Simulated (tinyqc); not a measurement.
Inside a calculation. Model: band-to-band tunnelling and avalanche in a reverse-biased abrupt junction. Computed by tinyqc, a small Python program that keeps every step. Command: `OMP_NUM_THREADS=1 python tinyqc.py 3023255 3023256 out.jsonl zener walk`. One thread of a shared host (Intel(R) Xeon(R) Processor @ 2.30GHz), about 0.01 s of CPU time with the checks. Intermediate numbers are printed to about 6 digits and carried at full precision; extremes and crossings named in words are read from the listed rows.

Direct Kane tunnelling in the local field (for indirect gaps the mass is an effective fit) and one ionisation coefficient for both carriers. N is the doping of the light side, or N_A N_D/(N_A + N_D) for the symmetric junction; the built-in voltage is taken as E_g/e.

Inputs (values chosen for the exercise, modelled on In0.53Ga0.47As):
```
quantity                                               value    unit
band gap at 300 K, E_g                                 0.738      eV
gap narrowing with temperature, -dE_g/dT                0.37   meV/K
reduced tunnelling mass m_r                            0.026     m_0
permittivity eps                                        13.9       -
ionisation prefactor a                               4.6e+06    1/cm
ionisation field at 300 K, b                        1.59e+06    V/cm
relative rise of b with temperature                      4.4  1e-4/K
effective doping N                                   5.4e+17  1/cm^3
reverse bias V_R                                         2.5       V
current density that defines tunnel breakdown, J_0        10  A/cm^2
temperature T                                            400       K
```

Junction: one-sided.

Constants: eps_0 = 8.8541878128e-12 F/m; e = 1.602176634e-19 C; m_0 = 9.1093837015e-31 kg; hbar = 1.054571817e-34 J s.

## Junction at the given bias

E_g(T) = E_g - (T - 300 K)(-dE_g/dT); b(T) = b [1 + (rise)(T - 300 K)]; w = sqrt(2 eps eps_0 (V_R + E_g/e)/(e N)); F_m = 2 (V_R + E_g/e)/w; the field falls linearly from F_m to 0 across w.

E_g(T) = 0.701 eV

depletion width w = 95.4306 nm

peak field F_m = 0.670854 MV/cm

shortest tunnelling distance E_g/(e F_m) = 10.4494 nm

## Kane coefficients and peak generation rate

Kane: G(F) = A F^2 exp(-B/F), A = e^2 sqrt(m_r)/(18 pi hbar^2 sqrt(E_g)), B = pi sqrt(m_r) E_g^(3/2)/(2 e hbar), SI units; J = e int G dx x V_R/(V_R + E_g/e), the last factor making J vanish at zero bias; int G dx = (w/F_m) int_0^F_m G dF by 64 Gauss-Legendre points.

A = 1.87440e+20 1/(cm s V^2)

B = 5.38527 MV/cm

B/F_m = 8.02748

G(F_m) = 2.75316e+28 1/(cm^3 s)

## Tunnel current and multiplication

Avalanche: I = (w/F_m) int_0^F_m a exp(-b/F) dF by 64 Gauss-Legendre points, M = 1/(1 - I), breakdown at I = 1.

tunnel current density = 2803.23 A/cm^2

ionisation integral I = 0.897561

The estimate e G(F_m) w (F_m/B) V_R/(V_R + E_g/e), which keeps only the region near the peak, gives 4100 A/cm^2.

## Which breakdown comes first?

V_Z solves J = J_0 and V_A solves I = 1; the lower one is the breakdown voltage; temperature coefficients by a central difference of +/- 10 K.

tunnel breakdown V_Z = 0.775198 V

avalanche breakdown V_A = 2.67398 V

breakdown voltage = 0.775198 V

dV_Z/dT = -1.44723 mV/K

dV_A/dT = 2.51228 mV/K

Tunnelling comes first, at 1.1 E_g/e. V_Z falls on heating because the gap shrinks, and V_A rises because carriers lose more energy to phonons. Caution: V_A is below about 5 E_g/e, where the local law understates it, since it ignores the distance a carrier needs to reach the ionisation energy.

## Against the doping

The formulas are those given above.

Breakdown:
```
N (1/cm^3)      V_Z (V)  V_A (V)  F_m at breakdown (MV/cm)       first
1.10e+16    4.22649e+01  37.0998                  0.329030   avalanche
2.70e+16    1.86016e+01  19.6325                  0.368365  tunnelling
6.50e+16    8.18119e+00  10.7315                  0.387708  tunnelling
1.60e+17    3.35403e+00   5.8815                  0.411003  tunnelling
3.20e+17    1.55299e+00   3.7425                  0.433351  tunnelling
5.40e+17    7.75198e-01   2.6740                  0.455573  tunnelling
1.10e+18    1.95280e-01   1.7033                  0.506648  tunnelling
2.70e+18    5.57403e-03   0.9775                  0.704773  tunnelling
```

The mechanism changes between 1.10e16 and 2.70e16 per cm^3. Across the table V_Z + E_g/e scales as N^-0.75 and V_A as N^-0.66: tunnelling needs a nearly fixed field, while avalanche in a thinner layer needs a higher one. Rows with V_Z below E_g/e understate it, since the local Kane formula overestimates the current there. Rows with V_A below about 5 E_g/e understate it, since the local law ignores the distance a carrier needs to reach the ionisation energy.

Checks made by the program: field integral against adaptive quadrature in x (relative difference below 1e-10).
